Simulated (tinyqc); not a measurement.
Thin-film optics by transfer matrices, step by step. Values are carried at full precision from step to step, so a last printed digit may differ when a step is redone from the rounded ones.

Indices N = n + i k. Snell: N0 sin(theta) = N_j sin(theta_j), with Im(N_j cos theta_j) >= 0. Admittance y_j = N_j cos theta_j for s and N_j/cos theta_j for p. Phase delta_j = 2 pi N_j cos theta_j d_j/lambda. Layer matrix [[cos delta, -i sin delta/y], [-i y sin delta, cos delta]], multiplied from the top down to M. (B, C) = M (1, y_sub); r = (y0 B - C)/(y0 B + C), R = |r|^2, T = 4 Re y0 Re y_sub/|y0 B + C|^2, absorbed in the films 1 - R - T.

Values chosen for the exercise (indices near those of HfO2, SiO2 on polySi; not measured data): lam = 248 nm (vacuum wavelength); n0 = 1 (ambient index); n = (2.268, 1.534, 1.695) (n of HfO2, SiO2, substrate); k = (0.01, 0, 2.875) (k in the same order); d = (5.7, 213) nm (thicknesses, top first); theta = 75 degrees (angle of incidence); pol = s (polarisation).

## Angles, admittances and phases

Form cos theta_j, y_j and delta_j.

cos theta_j: ambient 0.2588, film 1 0.9048+0.0009i, film 2 0.7769, substrate 1.0207+0.0359i

y_j: ambient 0.2588, film 1 2.0520+0.0111i, film 2 1.1917, substrate 1.6269+2.9954i

delta_j (rad): film 1 0.2963+0.0016i, film 2 6.4309

## Layer matrices and their product

Form each matrix and multiply from the top down.

matrix of film 1:
```
                1               2
1  0.9564-0.0005i        -0.1423i
2  0.0064-0.5992i  0.9564-0.0005i
```

matrix of film 2:
```
          1         2
1    0.9891  -0.1235i
2  -0.1754i    0.9891
```

M:
```
                1                2
1  0.9210-0.0005i  -0.0001-0.2589i
2  0.0062-0.7605i   0.8720-0.0012i
```

Each matrix has determinant 1, and so has M.

## Reflection and transmission

Close the stack on the substrate.

B, C: 1.6964-0.4219i  1.4285+1.8494i

r = -0.8066-0.2971i
R = 0.7389
T into the substrate = 0.2585
absorbed in the films = 0.0026

The bare substrate would reflect 0.8656.

## Ellipsometric angles

Ellipsometry: rho = tan(Psi) exp(i Delta) = -conj(r_p/r_s) with the r of the admittance formula, Delta in 0 to 360 degrees, so that a bare dielectric at small angles gives Delta = 180.

Repeat the steps for both polarisations.

r_s = -0.8066-0.2971i
r_p = 0.5450-0.3979i
Psi = 38.13 degrees
Delta = 56.36 degrees

## Checks

- R against the recursion of Airy sums from the substrate up: both 0.73895.

tinyqc: `OMP_NUM_THREADS=1 python tinyqc.py 1682208 1682209 out.jsonl`; about 0.01 s, one thread, shared Intel(R) Xeon(R) Processor @ 2.30GHz.
